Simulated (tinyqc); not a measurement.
Worked calculation: Hubbard chain of 2 sites. One step of it, computed by the program tinyqc.

Problem. The many-body Hamiltonian. Basis: all placements (u, d, 2, 0 on each site), up operators ordered before down ones; hops carry the sign of the same-spin electrons passed.

one-body matrix (hopping and site energies) (eV):
```
           1          2
1   0.000000  -0.730000
2  -0.730000   0.000000
```

U = 1.400000 eV

electrons, up and down: 1  1

Give: H.

Solution.

H (eV), lower triangle:
```
        20      ud      du     02
20   1.400
ud  -0.730   0.000
du  -0.730   0.000   0.000
02   0.000  -0.730  -0.730  1.400
```
